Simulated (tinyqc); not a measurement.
# Worked calculation: electron continuity equation in a given potential, Scharfetter-Gummel discretisation

tinyqc, about 0.01 s, one thread, Intel Xeon 2.30GHz (shared host): `OMP_NUM_THREADS=1 python tinyqc.py 2220064 2220065 out.jsonl` Printed values are rounded.

Steady state in one dimension: J = q mu n E + q D dn/dx with E = -dpsi/dx and D = mu Vt, dJ/dx = 0, fixed densities nL and nR at the ends. The potential is given, psi = U (x/L)^2, and is not changed by the electrons.

Inputs (values chosen for the exercise); mobility that of a made-up semiconductor:
- T = 300 K (temperature)
- mu = 1200 cm^2/(V s) (electron mobility)
- L = 3.8 um (length of the region)
- nL = 1e12 cm^-3 (density at x = 0)
- nR = 0 cm^-3 (density at x = L)
- U = -0.4 V (potential difference psi(L) - psi(0))

Constants: q = 1.602176634e-19 C, kB = 1.380649e-23 J/K, Vt = kB T/q. Results are converted to the units shown.

## Potential on the mesh

8 equal intervals, h = L/8; psi = U (x/L)^2.

psi, node 0 to 8 (V): 0.000000  -0.006250  -0.025000  -0.056250  -0.100000  -0.156250  -0.225000  -0.306250  -0.400000

## Bernoulli factors

d_i = (psi_(i+1) - psi_i)/Vt; B(d) = d/(exp(d) - 1), B(0) = 1. The flux on interval i is J_i = (q D/h) [n_(i+1) B(d_i) - n_i B(-d_i)].

```
interval	d_i	B(d_i)	B(-d_i)
0	-0.24176	1.12575	0.883986
1	-0.72528	1.40610	0.680815
2	-1.20880	1.72330	0.514499
3	-1.69233	2.07416	0.381834
4	-2.17585	2.45446	0.278610
5	-2.65937	2.85951	0.200144
6	-3.14289	3.28465	0.141758
7	-3.62641	3.72555	0.0991426
```

The largest |d_i| is 3.63, above 2, where central differences lose the sign pattern that keeps densities positive.

## Tridiagonal system for the inner nodes

Row i (1 to 7): B(-d_(i-1)) n_(i-1) + b_i n_i + B(d_i) n_(i+1) = f_i with b_i = -B(-d_i) - B(d_(i-1)) and f_i = 0; the known end values are moved to the right: f_1 loses B(-d_0) nL and f_7 loses B(d_7) nR. h = L/8, D = mu Vt.

```
node	diagonal b	right side f (cm^-3)
1	-1.80656	-8.83986e11
2	-1.92060	0
3	-2.10514	0
4	-2.35277	0
5	-2.65460	0
6	-3.00127	0
7	-3.38379	0
```

## Densities and current

B(d_i) and B(-d_i) are the Bernoulli factors of the potential steps, b and f the diagonal and right side. Solve B(-d_(i-1)) n_(i-1) + b_i n_i + B(d_i) n_(i+1) = f_i (end values already in f), then J_i = (q D/h) [n_(i+1) B(d_i) - n_i B(-d_i)], h = L/8, D = mu Vt.

n, node 0 to 8 (cm^-3): 1e12  7.85243e11  3.80205e11  1.13511e11  2.08961e10  2.37167e9  1.65758e8  6.94418e6  0
J, interval 0 to 7 (in units of 1e-8 A/cm^2): -7.20399  -7.20399  -7.20399  -7.20399  -7.20399  -7.20399  -7.20399  -7.20399

Without sources J is the same on every interval. Against a mesh 200 times finer the densities are off by at most 0.0044 % of their local values.

## Three discretisations compared

8 equal intervals. Fluxes J_i = (q D/h)(n_(i+1) P_i - n_i Q_i), d_i = (psi_(i+1) - psi_i)/Vt: Scharfetter-Gummel P = B(d), Q = B(-d), B(d) = d/(exp(d) - 1); central P = 1 - d/2, Q = 1 + d/2; upwind P = 1 + max(-d, 0), Q = 1 + max(d, 0). Balance at each inner node: J_i - J_(i-1) = 0. The reference is Scharfetter-Gummel on 1600 intervals.

Densities (cm^-3):
```
node	Scharfetter-Gummel	central	upwind	reference
0	1.000e12	1.000e12	1.000e12	1.000e12
1	7.852e11	7.843e11	8.043e11	7.852e11
2	3.802e11	3.668e11	4.655e11	3.802e11
3	1.135e11	9.045e10	2.102e11	1.135e11
4	2.090e10	7.531e9	7.762e10	2.090e10
5	2.372e9	-3.223e8	2.406e10	2.372e9
6	1.658e8	4.096e7	6.243e9	1.658e8
7	6.944e6	-1.331e7	1.214e9	6.944e6
8	0	0	0	0
```

Largest errors as a share of the largest reference density listed: Scharfetter-Gummel 5.1e-7 %, central 2.3 %, upwind 9.7 %. The largest |d| is 3.63. Central differences give 2 negative value(s), since P or Q changes sign once |d| exceeds 2. Upwinding stays positive but acts as if D were larger by the factor 1 + |d|/2, up to 2.81 here.
